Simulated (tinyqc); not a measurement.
# Surface Green function of a chain with one s and one p orbital a site, Sancho-Rubio decimation: effect of the broadening

A semi-infinite lead of cells 0, 1, 2, ... with H0 inside a cell and H1 = <cell i|H|cell i + 1>. H1 = [[-vss, vsp], [-vsp, vpp]]. z = E + i eta.

Start with e_s = e = H0, a = H1, b = H1^dagger. Each round: g = (z - e)^(-1); e_s <- e_s + a g b; e <- e + a g b + b g a; a <- a g a; b <- b g b (all with the old a, b). Round k joins cells 2^k apart. Stop when the largest entry of the matrices a and b is below 1e-12 eV; g_s = (z - e_s)^(-1), bulk (z - e)^(-1), density of states -Im Tr/pi. The last column counts the steps of the plain recursion g <- (z - H0 - H1 g H1^dagger)^(-1), one cell a step from g = (z - H0)^(-1), until no entry changes by more than 1e-8 1/eV.

Inputs (values chosen for the exercise):
- E = -2.56 eV (energy)

H0 (eV):
```
	s	p
s	-1.51	0
p	0	4.18
```

H1 (eV):
```
	s	p
s	-2.7	1.81
p	-1.81	2.25
```

Effect of the broadening:
```
eta (eV)	rounds	surface density of states (1/eV)	plain steps
0.8	7	0.1096	40
0.3	9	0.1184	104
0.1	10	0.1227	312
0.05	11	0.1238	625
0.03	12	0.1243	1041
0.01	14	0.1247	3125
```

The rounds go from 7 to 14 and the plain steps from 40 to 3125. Inside a band the plain recursion needs a number of steps that grows as 1/eta, the decimation only as log2(1/eta). The density of states tends to 0.1250 1/eV as eta goes to zero; the first row is 12 % below that and the last 0.19 % below it.

Computed by the program tinyqc: `OMP_NUM_THREADS=1 python tinyqc.py 2680019 2680020 out.jsonl`, one thread of a shared Intel Xeon 2.30GHz, about 0.05 s for the whole run.
